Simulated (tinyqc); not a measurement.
# Weak link from the transmission

Problem. An infinite chain has hopping -t with t = 1 eV and site energy 0; E = -2 t cos(k) with E = -1.48 eV. One bond has the hopping -y t with 0 < y < 1, so T(E) = 4 y^2 sin^2 k/[(1 - y^2)^2 + 4 y^2 sin^2 k]. Find y and the hopping y t.

T(E) = 0.065692482

Solution. With b = |sin k| sqrt(1/T(E) - 1), (1 - y^2)/(2 y) = b, whose root below 1 is sqrt(b^2 + 1) - b.

y = 0.190
y t = 0.190 eV

tinyqc, about 0.02 s, one thread, Intel Xeon 2.30GHz (shared host): `OMP_NUM_THREADS=1 python tinyqc.py 2660102 2660103 out.jsonl`
